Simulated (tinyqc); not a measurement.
## Delay unit and parasitic delay from two ring oscillators

Inverse problem. A ring of 11 inverters oscillates at 1/(2 x 11 d), with stage delay d = tau (h + p) for fan-out h. Find tau, p and the delay at fan-out 4.

frequencies of 11-stage ring oscillators with fan-out 2 and 6 (GHz): [4.7048550, 2.1338960]

Solution. d is a straight line in h with slope tau and intercept tau p.

tau = 2.91 ps
p = 1.32
delay at fan-out 4 = 15.5 ps

tinyqc, about 0.01 s, one thread, Intel Xeon 2.30GHz (shared host): `OMP_NUM_THREADS=1 python tinyqc.py 2082167 2082168 out.jsonl`
